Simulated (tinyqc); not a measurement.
Length of a molecular wire: coherent transport through a tight-binding bridge. Computed by the program tinyqc. T = Gamma_L Gamma_R |G_1n|^2 with the self-energies of semi-infinite chains.

A uniform bridge between two chains:
```
parameter,value
site energy (eV),1.510000
hopping in the bridge (eV),0.970000
lead hopping (eV),2.150000
couplings (eV),"0.67, 0.77"
E (eV),-0.150000
```

Transmission against length:
```
sites,T,ln T
2,5.9625e-02,-2.8197
3,8.0976e-02,-2.5136
5,9.0368e-01,-0.1013
6,1.5797e-01,-1.8454
7,6.9918e-02,-2.6604
8,6.0672e-02,-2.8023
9,9.4928e-02,-2.3546
10,3.5323e-01,-1.0406
```

Estimate the missing row, sites = 4.

Computed row:
```
sites           T     ln T
4      2.3655e-01  -1.4416
```

E lies inside the band of the bridge (|E - e|/2h = 0.856 < 1): T does not decay but oscillates with length, between 0.060 and 0.904 here, as levels of the bridge pass E.
